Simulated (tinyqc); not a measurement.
Trap spacing and activation energy from three currents.

Problem. In its exponential range, without heating, an amorphous layer of thickness ua passes I = (I0/2) exp[-(Ea - q V dz/(2 ua))/kB T]. Find dz, Ea and I0.

Values chosen for this exercise: amorphous thickness ua = 31 nm.

Constants: q = 1.602176634e-19 C, kB = 1.380649e-23 J/K. Results are converted to the units shown.

I at (0.46 V, 358 K), (0.69 V, 358 K) and (0.69 V, 398 K) (nA): [1130.0664, 3178.5172, 6600.2140]

Solution. The two voltages give dz/ua, the two temperatures the lowered barrier.

dz = 8.60 nm
Ea = 0.320 eV
I0 = 9.14 mA

Program tinyqc, `OMP_NUM_THREADS=1 python tinyqc.py 2490042 2490043 out.jsonl`; Intel Xeon 2.30GHz, shared host, one thread, about 0.01 s.
